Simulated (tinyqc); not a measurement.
# Rapid thermal processing of a wafer: radiative balance, ramp and cooling, pattern effects, pyrometer error and spike budget, step by step

A worked calculation. Computed by tinyqc, a small Python program that keeps every step. Command: `OMP_NUM_THREADS=1 python tinyqc.py 3112117 3112118 out.jsonl rtp walk`. One thread of a shared host (Intel(R) Xeon(R) Processor @ 2.30GHz), about 0.04 s of CPU time with the checks. Intermediate numbers are printed to about 5 digits and carried at full precision; extremes and crossings named in words are read from the listed rows.

The wafer is opaque and uniform through its thickness unless said otherwise; temperatures in formulas are in kelvin (C + 273.15). sigma = 5.670374419e-12 W/(cm^2 K^4).

Inputs (values chosen for the exercise, modelled on a hot silicon wafer):
```
quantity                                              value         unit
wafer thickness d                                       775   micrometre
heat capacity per volume C                             2.08   J/(cm^3 K)
thermal conductivity k                                 0.25     W/(cm K)
emissivity eps of each face                             0.7            -
reflectivity of the chamber walls r                    0.82            -
gas heat-transfer coefficient h, both faces together   0.86  mW/(cm^2 K)
wall temperature T_w                                    500            K
process temperature                                     984            C
starting temperature                                    550            C
ramp rate                                               280          K/s
relative change of absorptivity over a pattern           11            %
period of the pattern                                   1.6           mm
pyrometer wavelength                                   0.95   micrometre
error of the assumed emissivity                         9.5            %
activation energy of the process E_a                      4           eV
```

Constants: k_B = 8.617333262e-05 eV/K; h = 6.62607015e-34 J s; c = 299792458 m/s; k_B = 1.380649e-23 J/K.

## Power to hold and to ramp

Effective emissivity between parallel grey plates: eps_eff = 1/(1/eps + 1/(1 - r) - 1). Loss per area q(T) = 2 eps_eff sigma (T^4 - T_w^4) + h (T - T_w). Absorbed power during a ramp = q(T) + C d x ramp rate; thermal time constant tau = C d/(dq/dT), dq/dT = 8 eps_eff sigma T^3 + h; natural cooling rate q/(C d); front-to-back difference under one-sided heating at the end of the ramp = (absorbed power) d/(2 k).

eps_eff = 0.16711

holding power q = 5.2663 W/cm^2

power at the end of the ramp = 50.402 W/cm^2

dq/dT = 15.921 mW/(cm^2 K)

time constant tau = 10.125 s

natural cooling rate = 32.669 K/s

front-to-back difference = 7.8124 K

Radiation carries 88 % of the loss. The ramp needs 9.6 times the holding power.

## Cooling curve

Cooling with the lamps off: C d dT/dt = -q(T), integrated adaptively (relative tolerance 1e-10).

Lamps off at t = 0:
```
t (s)   T (C)  cooling rate (K/s)
1.0    952.86              29.700
2.0    924.45              27.171
4.0    874.37              23.105
7.1    810.21              18.572
10.0   760.94              15.558
15.0   692.75              11.984
25.0   595.52               7.926
40.0   501.60               4.967
```

The rate falls from 32.7 K/s at t = 0 to 4.97 K/s in the last row.

## Thermal budget of a spike

Spike anneal: linear ramp to the peak, then lamps off. Equivalent time at the peak = int exp(-(E_a/k_B)(1/T - 1/T_peak)) dt; estimate (k_B T^2/E_a)(1/ramp rate + 1/cooling rate). The ramp part uses 4000 trapezoid steps, the cooling part 4000 steps over 4 tau. Time within 50 K of the peak from the same curves.

equivalent time, ramp = 0.11550 s

equivalent time, cooling = 1.0940 s

equivalent time, total = 1.2095 s

estimate = 1.1638 s

time within 50 K of the peak = 1.8325 s

Cooling supplies 90 % of the budget.

## What a faster ramp buys

The formulas are those given above.

Against the ramp rate:
```
ramp (K/s)  ramp part (s)  cooling part (s)  total (s)  power at the peak (W/cm^2)
10                 3.2339            1.0940     4.3279                        6.88
25                 1.2936            1.0940     2.3876                        9.30
50                 0.6468            1.0940     1.7408                       13.33
100                0.3234            1.0940     1.4174                       21.39
250                0.1294            1.0940     1.2234                       45.57
500                0.0647            1.0940     1.1587                       85.87
1000               0.0323            1.0940     1.1264                      166.47
```

From 10 to 100 K/s the total falls by a factor 3.1, from 100 to 1000 K/s by 1.26: the cooling part, 1.09 s, is a floor, and the natural cooling rate here is 32.7 K/s.

## Pattern effect

At steady state a sinusoidal change of absorbed power of relative amplitude a and period p gives the temperature amplitude a q/(dq/dT + k d (2 pi/p)^2); healing length l = sqrt(k d/(dq/dT)); process change = E_a dT/(k_B T^2). Emissivity is taken as unchanged.

healing length l = 11.031 mm

amplitude without lateral conduction = 36.385 K

amplitude = 0.019378 K

change of the process rate = 0.056914 %

Lateral conduction cuts the amplitude to 0.053 %, since p/(2 pi l) = 0.023.

## Pyrometer error

Signal proportional to eps/(exp(c2/(lambda T)) - 1), c2 = h c/k_B. If the assumed emissivity is too high by the given error, the reading T' solves (1 + error)/(exp(c2/(lambda T')) - 1) = 1/(exp(c2/(lambda T)) - 1). Wien estimate: T' - T = -lambda T^2 ln(1 + error)/c2. Process rates go as exp(-E_a/(k_B T)).

c2 = 14388 micrometre K

c2/(lambda T) = 12.047

reading less true temperature = -9.3996 K

Wien estimate = -9.4705 K

rate at T over rate at T', less 1 = 32.069 %

Checks made by the program: cooling time against quadrature of C d dT/q (relative difference 3e-08).
